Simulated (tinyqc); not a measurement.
From results back to parameters: thin-film optics by transfer matrices. Five cases, with inputs chosen for the exercise.

Problem. A bare substrate in air: with rho = tan(Psi) exp(i Delta), Delta = 180 degrees at small angles on a dielectric, conj(eps) = sin^2(theta) [1 + tan^2(theta) ((1 - rho)/(1 + rho))^2], and n + i k = sqrt(eps).

Case 1.

Values chosen (out of a larger set: indices near those of resist on Al; not measured data): lam = 633 nm (vacuum wavelength); theta_e = 65 degrees (angle of the ellipsometer).

Psi = 42.7481 degrees
Delta = 153.1375 degrees

Case 2.

Values chosen (out of a larger set: indices near those of SiO2, Si3N4, SiO2 on Al; not measured data): lam = 248 nm (vacuum wavelength); theta_e = 60 degrees (angle of the ellipsometer).

Psi = 43.5575 degrees
Delta = 126.2753 degrees

Case 3.

Values chosen (out of a larger set: indices near those of resist, ARC on polySi; not measured data): lam = 365 nm (vacuum wavelength); theta_e = 60 degrees (angle of the ellipsometer).

Psi = 31.6535 degrees
Delta = 165.1108 degrees

Case 4.

Values chosen (out of a larger set: indices near those of resist, ARC on W; not measured data): lam = 365 nm (vacuum wavelength); theta_e = 75 degrees (angle of the ellipsometer).

Psi = 19.4000 degrees
Delta = 103.6654 degrees

Case 5.

Values chosen (out of a larger set: indices near those of resist, ARC on W; not measured data): lam = 633 nm (vacuum wavelength); theta_e = 60 degrees (angle of the ellipsometer).

Psi = 31.7161 degrees
Delta = 155.0212 degrees

Find: rho; eps; n; k.

Solution. Form rho, insert it, conjugate, and take the root with k >= 0.

Case 1.

rho = -0.8246+0.4177i
eps = -59.87+21.82i
n = 1.388
k = 7.861

Case 2.

rho = -0.5626+0.7666i
eps = -7.93+1.09i
n = 0.193
k = 2.823

Case 3.

rho = -0.5958+0.1584i
eps = 18.73+24.88i
n = 4.994
k = 2.491

Case 4.

rho = -0.0832+0.3422i
eps = 5.17+16.99i
n = 3.386
k = 2.509

Case 5.

rho = -0.5602+0.2610i
eps = 4.36+21.22i
n = 3.607
k = 2.942

Computed by tinyqc, one run a case: `OMP_NUM_THREADS=1 python tinyqc.py N N+1 out.jsonl` with N = 1681041, 1681062, 1681115, 1681122, 1681132; one thread of a shared Intel(R) Xeon(R) Processor @ 2.30GHz, about 0.02 s a run at most.
